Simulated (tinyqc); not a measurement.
# Band bending at a free surface with one surface level, surface photovoltage and Kelvin probe: what changes with what

n-type bulk, xi = Ec - EF = Vt ln(Nc/Nd), p0 = ni^2/Nd, ni = sqrt(Nc Nv) exp(-Eg/(2 Vt)), Eg in volts. b is the upward band bending, u = b/Vt. Space charge per area, in units of q: Qc = sign(b) sqrt((2 eps0 eps_r Vt/q) [(Nd + dn)(exp(-u) - 1) + Nd u + (p0 + dn)(exp(u) - 1)]), with dn the excess density under light (flat quasi-Fermi levels; 0 in the dark). The level holds -Ns f, f = 1/(1 + exp((xi + b - Es)/Vt)). Neutrality: Qc + Qf + (charge of the states) = 0.

Values chosen for this exercise; band and dielectric values those of a made-up semiconductor:
```
symbol,value,unit,meaning
T,300,K,temperature
Eg,1.78,eV,band gap
eps_r,16.4,,relative permittivity
Nc,4.83e17,cm^-3,conduction-band density of states at T
Nv,7.46e18,cm^-3,valence-band density of states at T
chi,5.16,eV,electron affinity
Nd,5e15,cm^-3,donor density
Qf,0,cm^-2,fixed positive charge at the surface
pt,5.02,eV,work function of the probe tip
Ns,1.3e12,cm^-2,density of an acceptor-like surface level
Es,0.67,eV,its depth below the conduction edge
```

Constants: q = 1.602176634e-19 C, kB = 1.380649e-23 J/K, Vt = kB T/q, eps0 = 8.8541878128e-14 F/cm where lengths are in cm. Results are converted to the units shown.

Each table varies one quantity; the others keep the values above.

## Photovoltage against injection

Under chopped light the surface charge keeps its dark value, so b falls to bL with Qc(bL, dn) = Qc(b, 0); the photovoltage is b - bL.

Photovoltage against injection:
```
dn (cm^-3),bL (V),photovoltage (mV),share of b removed (%)
5.8e6,0.5465,45.53,7.690
7.2e7,0.4997,92.36,15.60
8.9e8,0.4465,145.6,24.59
1.1e10,0.3899,202.1,34.14
1.4e11,0.3308,261.2,44.13
1.7e12,0.2716,320.5,54.13
2.1e13,0.2110,381.0,64.35
2.5e14,0.1509,441.1,74.51
3.1e15,0.09056,501.5,84.70
3.9e16,0.03884,553.2,93.44
```

What does the table show?

The photovoltage rises from 45.5 to 553 mV, towards the full b = 592 mV. Its steepest rise is 55.9 mV a decade (Vt ln 10 = 59.5 mV), and it reaches 93.4 % of b in the last row: even strong light does not flatten the bands fully, so a saturation reading understates b. For dn = 3.9e16 the injection is high, and a Dember voltage, left out here, adds to the signal.

## Kelvin-probe contrast of the doping

Same model as above.

Work function chi + xi + b; contact potential difference CPD = (work function of the sample) - pt. b solves the neutrality condition in the dark.

Results:
```
Nd (cm^-3),xi (eV),b (V),CPD (mV)
1.4e14,0.2106,0.5510,901.6
9.4e14,0.1614,0.5738,875.2
2.5e15,0.1361,0.5848,860.9
6.6e15,0.1110,0.5947,845.7
1.7e16,0.08652,0.6025,829.0
4.6e16,0.06079,0.6056,806.4
```

Estimate the missing row, Nd = 3.6e14 cm^-3.

Computed row:
```
Nd (cm^-3),xi (eV),b (V),CPD (mV)
3.6e14,0.1862,0.5625,888.7
```

With this row back in the table: xi falls by 150 mV over the table and the CPD by 95.2 mV; b rises from 0.551 to 0.606 V. Between the first two rows the CPD follows 53.1 % of the change of xi, and between the last two 87.8 %. It is below 100 % where b rises with the doping (pinning hides it).

## Pinning by the surface states

Same model as above.

Pinning by the surface states:
```
Ns (cm^-2),b (V),xi + b (eV),Qc (cm^-2)
2.4e10,0.02052,0.1387,2.400e10
6.7e10,0.07390,0.1921,6.700e10
1.8e11,0.3823,0.5005,1.797e11
5.1e11,0.5590,0.6772,2.198e11
1.4e12,0.5943,0.7125,2.270e11
3.9e12,0.6231,0.7413,2.327e11
1.1e13,0.6504,0.7685,2.379e11
2.9e13,0.6753,0.7934,2.426e11
8.1e13,0.7015,0.8196,2.475e11
```

What does the comparison show?

b rises from 0.0205 to 0.701 V. The level is over 95 % full (Qc near Ns - Qf) in the 3 rows with xi + b more than 3 Vt short of Es = 0.67 eV. Beyond that it empties, and between the last two rows b gains only 58.7 mV a decade.

Program tinyqc, `OMP_NUM_THREADS=1 python tinyqc.py 2430157 2430158 out.jsonl`; Intel Xeon 2.30GHz, shared host, one thread, about 0.01 s.
